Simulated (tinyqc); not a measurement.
Depth of the donor: donor near an oxide interface in a gate field (two-state model).

Interface at z = 0 (hard wall), donor at z = d, field F pulling electrons to the interface: potential e F z; 1 kV/cm = 1e-5 eV/angstrom, c = hbar^2/2m0, q = e^2/(4 pi eps0), Q = (eps - eo)/(eps + eo). Donor state: E_D = e F d - ED - q Q/(4 eps d), the last term joining the images of ion and electron. Interface state: z exp(-b z/2) exp(-rho^2/(2 L^2)) with E_z = c b^2/(4 mz) + 3 e F/b + q Q b/(8 eps), minimised over b; in the plane at z = 3/b the ion (distance D = d - 3/b) and its image (D' = d + 3/b) give E_rho = c/(mt L^2) - (q/eps)(sqrt(pi)/L)[erfcx(D/L) + Q erfcx(D'/L)], erfcx(x) = exp(x^2) erfc(x), minimised over L. E_I = E_z + E_rho.

The two states couple by t = t0 exp(-D/aD) with t0 = q/(eps aD) (2 aD/L) sqrt(aD b/2) v, v a valley factor; this form is an estimate. With detuning u = E_D - E_I the splitting is sqrt(u^2 + 4 t^2) and the lower state has weight (1 - u/sqrt(u^2 + 4 t^2))/2 on the donor.

Constants: hbar^2/2m0 = 3.80998211 eV angstrom^2; e^2/(4 pi eps0) = 14.39964547 eV angstrom.

Parameters, chosen for this exercise (near those of a donor in Si below SiO2, static dielectric constants; not measured data):
- ED = 45.5 meV (bulk binding energy)
- mz = 0.9 m0 (mass across the interface)
- mt = 0.188 m0 (mass in the plane)
- eps = 11.3 (dielectric constant of the semiconductor)
- eo = 3.9 (dielectric constant of the oxide)
- aD = 21.4 angstrom (donor radius)
- v = 0.57 (valley factor)
- dl = (65, 90, 120, 155, 200, 250) angstrom (depths)

Critical field, and the coupling, E_rho and L at that field.

Results:

| d (angstrom) | critical field (kV/cm) | e F d/ED | t (meV) | E_rho (meV) | L (angstrom) |
|---|---|---|---|---|---|
| 65 | 127.8 | 1.825 | 4.6 | -21.02 | 58 |
| 90 | 82.7 | 1.636 | 1.3 | -15.81 | 73 |
| 120 | 57.6 | 1.519 | 0.30 | -12.23 | 90 |
| 155 | 42.2 | 1.438 | 0.057 | -9.70 | 108 |
| 200 | 31.3 | 1.374 | 0.0069 | -7.69 | 129 |
| 250 | 24.2 | 1.327 | 0.00068 | -6.26 | 152 |

What does the comparison show?

The critical field falls from 128 to 24 kV/cm, with exponent -1.24 in d, while t drops by a factor 6.8e+03, about e for each 22 angstrom at the end (aD = 21.4). One lattice plane (1.36 angstrom) of misplacement changes t by 6 % and the critical field by about 1.4 % at 120 angstrom.

(tinyqc, `OMP_NUM_THREADS=1 python tinyqc.py 1250212 1250213 out.jsonl`, Intel(R) Xeon(R) Processor @ 2.30GHz, 1 thread, shared host, about 0.1 s.)
